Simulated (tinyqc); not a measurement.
Growth of a silicide layer between metal and silicon: linear-parabolic kinetics, ramp anneals and Kissinger analysis. Changing the metal thickness h. Computed by tinyqc, a small Python program. Command: `OMP_NUM_THREADS=1 python tinyqc.py 3011562 3011563 out.jsonl silicide sweep`. One thread of a shared host (Intel(R) Xeon(R) Processor @ 2.30GHz), about 0.1 s of CPU time with the checks.

One compound layer of thickness x grows by diffusion through itself and reaction at an interface, dx/dt = 1/(2x/K + 1/v), until the metal is used up at x = a h.

Inputs (values chosen for the exercise, modelled on CoSi): silicide formed per metal thickness a = 2.02; silicon consumed per metal thickness b = 1.82; prefactor of the parabolic constant K = 3e+13 nm^2/s; activation energy E of K = 1.91 eV; prefactor of the interface velocity v = 5.5e+13 nm/s; activation energy E_v = 2.1 eV; temperature T = 445 C; time t = 110 s; ramp rate beta = 0.1 C/s; silicide resistivity = 130 micro-ohm cm; junction depth x_j = 100 nm.

Constants: k_B = 8.617333262e-05 eV/K.

Method:
- The silicide ends at the thickness a h.
- Silicon consumed b h, sheet resistance rho/(final thickness) with 1 micro-ohm cm/nm = 10 ohm; margin to the junction x_j - b h.
- K = K0 exp(-E/(k_B T)), v = v0 exp(-E_v/(k_B T)).
- Temperatures in kelvin are T(C) + 273.15.
- x^2/K + x/v = t, so x = (K/(2v)) [sqrt(1 + 4 v^2 t/K) - 1], capped at a h; completion time t_c = (a h)^2/K + a h/v, a h being the final thickness; crossover thickness K/v.
- Ramp from x = 0 at 100 C at the rate beta: dx/dT = (1/beta)/(2x/K + 1/v), integrated adaptively (tolerance 1e-9) until x = a h at T_f.

One run for each value; columns: (1) metal thickness h (nm); (2) completion time (s); (3) completion temperature T_f (C); (4) sheet resistance (ohm/square); (5) silicon consumed (nm):
```
(1)          (2)    (3)    (4)      (5)
1.0    2.350e+01  403.9  643.6    1.820
1.9    5.055e+01  417.7  338.7    3.458
3.8    1.260e+02  435.1  169.4    6.916
7.3    3.301e+02  454.9   88.2   13.286
14.0   9.564e+02  478.8   46.0   25.480
53.0   1.075e+04  540.8   12.1   96.460
100.0  3.647e+04  576.5    6.4  182.000
200.0  1.419e+05  619.8    3.2  364.000
```

Give the missing row, metal thickness h (nm) = 27.0.

Computed row; columns: (1) metal thickness h (nm); (2) completion time (s); (3) completion temperature T_f (C); (4) sheet resistance (ohm/square); (5) silicon consumed (nm):
```
(1)         (2)    (3)   (4)     (5)
27.0  3.054e+03  507.2  23.8  49.140
```

Interpolating between the two neighbouring rows (the first column on a logarithmic scale, the others too where they are positive) misses most in completion time (s), by 3.3 %. Over the rows, completion time (s) rises from 23.5 to 142000 (exponent d ln y / d ln x 1.2 between the first rows and 2.0 between the last); completion temperature T_f (C) rises from 404 to 620; sheet resistance (ohm/square) falls from 644 to 3.22 (exponent d ln y / d ln x about -1.0 throughout). At the high end the exponent of completion time is 1.96, close to 2: diffusion control. The exponent of sheet resistance stays at -1: R_s = rho/(a h). A thicker film lowers R_s but eats further into the junction.

Caution (rows 1.00, 1.90, 3.80, 7.30): so thin a film has a resistivity above the bulk value and tends to agglomerate.
